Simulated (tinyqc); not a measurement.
## True capacitance, leakage and series resistance from two frequencies

Question. A capacitance C in parallel with G and in series with Rs is measured as Cp and D = Gp/(w Cp) at two frequencies. The series reading Cs = Cp (1 + D^2) equals C + G^2/(w^2 C), and Re Z = D/(w Cp (1 + D^2)) = Rs + G/(G^2 + w^2 C^2). Find C, G and Rs.

f (Hz): [2e5, 1e6]
Cp (pF): [1.12479330, 1.12479320]
D: [0.0425097869, 0.00879369641]

Answer. w^2 Cs = w^2 C + G^2/C is a straight line in w^2 with slope C; the intercept gives G, and the real part then gives Rs.

C = 1.12 pF
G = 0.0600 uS
Rs = 43.0 ohm

Program tinyqc, `OMP_NUM_THREADS=1 python tinyqc.py 2022208 2022209 out.jsonl`; Intel Xeon 2.30GHz, shared host, one thread, about 0.01 s.
